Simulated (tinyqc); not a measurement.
Comparisons within one model: complex band structure along [001] in sp3s* tight binding. A value that a table varies takes the place of the one given here.

For k = (0, 0, kz) the phase sums are g0 = cos(phi) and g3 = i sin(phi), phi = kz a/4, and the s, pz, s* orbitals of anion (a) and cation (c) decouple from px, py. With z = exp(i phi), H(z) = H0 + z T + T^T/z for any complex z. H0 is diagonal (Esa, Epa, Exa, Esc, Epc, Exc). The anion-cation block is B(z) = z U + W/z and the cation-anion block z W^T + U^T/z, where U has Vss/2 (s,s), Vsapc/2 (s,z), -Vscpa/2 (z,s), Vxx/2 (z,z), Vxapc/2 (s*,z), -Vpaxc/2 (z,s*), and W has the same values with the s-z and s*-z signs reversed. |z| = 1 is a band state, |z| < 1 decays along [001] as exp(-kappa d) over a distance d, kappa = -(4/a) ln|z|. No spin-orbit coupling.

Constants: hbar^2/2m0 = 3.80998211 eV angstrom^2.

Parameters, chosen for this exercise (out of a larger set: near a published set for InAs, fitted to gaps, whose masses and valley positions are rough (light masses up to twice too heavy); not measured data):
- p = (-9.478, 0.909, -2.729, 3.736, 7.424, 6.718, -5.566, 1.844, 4.481, 3.011, 5.425, 3.394, 3.899) eV (order Esa, Epa, Esc, Epc, Exa, Exc, Vss, Vxx, Vxy, Vsapc, Vscpa, Vxapc, Vpaxc)
- a = 6.063 angstrom (lattice constant)
- dE = 0.12 eV (E - Ev)

## Decay across the direct gap

Ev = -0.00093 eV
EG (direct gap) = 0.40647 eV

masses of this model, from the curvature at Gamma (m0): m_lh 0.02757, m_e 0.02942

kappa of the imaginary branch at Gamma against three formulas: parabolic from the valence edge, sqrt(m_lh E/c); parabolic from the conduction edge, sqrt(m_e (EG - E)/c); two-band (Franz), sqrt(m E (1 - E/EG)/c) with m = 2 m_lh m_e/(m_lh + m_e). E from Ev; c = hbar^2/2m0.

kappa (1/angstrom):

| E/EG | E (eV) | tight binding | parabolic, valence | parabolic, conduction | two-band |
|---|---|---|---|---|---|
| 0.05 | 0.0203 | 0.0118 | 0.0121 | 0.0546 | 0.0120 |
| 0.15 | 0.0610 | 0.0194 | 0.0210 | 0.0517 | 0.0197 |
| 0.25 | 0.1016 | 0.0237 | 0.0271 | 0.0485 | 0.0239 |
| 0.35 | 0.1423 | 0.0261 | 0.0321 | 0.0452 | 0.0263 |
| 0.50 | 0.2032 | 0.0275 | 0.0383 | 0.0396 | 0.0276 |
| 0.65 | 0.2642 | 0.0264 | 0.0437 | 0.0331 | 0.0263 |
| 0.75 | 0.3049 | 0.0240 | 0.0470 | 0.0280 | 0.0239 |
| 0.85 | 0.3455 | 0.0199 | 0.0500 | 0.0217 | 0.0197 |
| 0.95 | 0.3861 | 0.0122 | 0.0529 | 0.0125 | 0.0120 |

What does this show?

The branch joins the light-hole and conduction bands and peaks, among these rows, at E/EG = 0.50 with kappa = 0.0275 1/angstrom. At mid-gap the parabola from the conduction edge is +44 % off and the two-band form +0.1 %; over 5 nm the parabola would misstate exp(-2 kappa d) by a factor 3.35.

## Band-to-band tunnelling in a uniform field

WKB at zero transverse momentum: T = exp(-2 I/(eF)), I = integral of kappa dE across the direct gap (8 Gauss-Legendre points in theta, E = EG sin^2 theta, 0 to pi/2); 1 MV/cm = 0.01 V/angstrom. The two-band form gives I = (pi/8) sqrt(m/c) EG^(3/2) with m = 2 m_lh m_e/(m_lh + m_e).

Tunnelling:

| F (MV/cm) | path EG/eF (angstrom) | exponent 2I/eF | T, tight binding | T, two-band |
|---|---|---|---|---|
| 0.50 | 81.3 | 3.517 | 0.0297 | 0.0296 |
| 0.75 | 54.2 | 2.344 | 0.0959 | 0.0958 |
| 1.00 | 40.6 | 1.758 | 0.172 | 0.172 |
| 1.50 | 27.1 | 1.172 | 0.310 | 0.309 |
| 2.00 | 20.3 | 0.879 | 0.415 | 0.415 |
| 3.00 | 13.5 | 0.586 | 0.556 | 0.556 |
| 4.00 | 10.2 | 0.440 | 0.644 | 0.644 |

I, tight binding = 0.008792 eV/angstrom
I, two-band = 0.008797 eV/angstrom

What does this show, and why?

The two-band integral is +0.06 % from the tight-binding one, which makes the two-band T 0.998 times the other at 0.5 MV/cm and 0.9998 times at 4 MV/cm. Doubling the field from 1 to 2 MV/cm halves the exponent and raises T by a factor 2.41. Where the exponent falls below about 2 the WKB form is only a guide.

## Energy and lattice constant

The slowest root of the s-pz block and the heavy-hole branch, sinh^2(kappa a/4) = ((E - Epa)(E - Epc) - Vxx^2)/(Vxx^2 - Vxy^2), at E = Ev + dE with Ev the lower root of [[Epa, Vxx], [Vxx, Epc]]; the couplings are kept when a changes. Each row changes one parameter from the base and keeps the others.

Results:

| case | slowest kappa (1/angstrom) | heavy-hole kappa (1/angstrom) |
|---|---|---|
| base | 0.0250 | 0.1184 |
| dE = 0.09 eV | 0.0227 | 0.1030 |
| a = 6.245 angstrom | 0.0242 | 0.1150 |

What does this show?

The largest shifts from the base row, up to three for each result and ties (the steps differ in size, so this ranks the rows, not the parameters). slowest kappa (1/angstrom): dE -0.0023, a -0.0007. heavy-hole kappa (1/angstrom): dE -0.0154, a -0.0035. With the couplings fixed, kappa a stays, so kappa scales as 1/a.

Computed by tinyqc, a small Python program: `OMP_NUM_THREADS=1 python tinyqc.py 1481926 1481927 out.jsonl` (the numbers bound the seed that draws the inputs); one thread of a shared host (Intel(R) Xeon(R) Processor @ 2.30GHz), about 0.01 s for the whole set of steps.
